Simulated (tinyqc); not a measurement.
Semiconductor laser, carrier and photon rate equations: two steps of the calculation.

Carrier density N and photon density S in one mode: dN/dt = F1 = eta I/(q V) - (A N + B N^2 + C N^3) - vg g S; dS/dt = F2 = G vg g S + G be B N^2 - S/tp, with g = g0 ln(N/Ntr)/(1 + ec S). Output power P = Fo Eph S V/(G tp). No heating, no carrier transport.

Values chosen for this exercise: active volume V = 6e-11 cm^3; confinement factor G = 0.057; group velocity vg = 7.23e9 cm/s; gain coefficient g0 = 2300 1/cm; transparency density Ntr = 1.6e18 cm^-3; gain compression ec = 7.1e-18 cm^3; photon lifetime tp = 2.4 ps; defect recombination coefficient A = 6.9e7 1/s; radiative coefficient B = 1.4e-10 cm^3/s; Auger coefficient C = 5.9e-29 cm^6/s; share of spontaneous emission into the mode be = 6e-5; injection efficiency eta = 0.73; share of cavity losses that is output Fo = 0.68; photon energy Eph = 1.46 eV; drive current I = 110 mA.

Constants: q = 1.602176634e-19 C. Results are converted to the units shown.

Question 1. Steady state by Newton steps. Jacobian, with a = g0/(N (1 + ec S)) and d = g/(1 + ec S): J11 = -(A + 2 B N + 3 C N^2) - vg a S, J12 = -vg d, J21 = G vg a S + 2 G be B N, J22 = G vg d - 1/tp. Solve J d = -F and add d to (N, S).

(N, S) at the start (Nth and the estimate of S): N (1e18 cm^-3) 2.483, S (1e15 cm^-3) 0.878

Give: F1, F2; J; (N, S) after iteration 1.

Answer 1.

F1, F2 (1e27 cm^-3/s): 0.03902  -0.002368

J (1/ns):
```
         N       S
F1  -7.699   -7218
F2  0.3331  -5.265
```

(N, S) after iteration 1: N (1e18 cm^-3) 2.490, S (1e15 cm^-3) 0.8759

Question 2. Power, relaxation frequency, damping and bandwidth. wR^2 = det J, gamma = -trace J, fR = wR/(2 pi); the response wR^2/(wR^2 - w^2 + i gamma w) falls to 1/sqrt(2) at w^2 = x + sqrt(x^2 + wR^4), x = wR^2 - gamma^2/2 (f3dB = w/(2 pi)).

N = 2.490101808e18 cm^-3
S = 8.758484981e14 cm^-3

Give: P; fR; gamma; f3dB.

Answer 2.

P = 61.104 mW
fR = 7.8404 GHz
gamma = 10.255 1/ns
f3dB = 12.089 GHz

Numbers from tinyqc (`OMP_NUM_THREADS=1 python tinyqc.py 2840132 2840133 out.jsonl`; about 0.01 s on one thread of a shared Intel Xeon 2.30GHz).
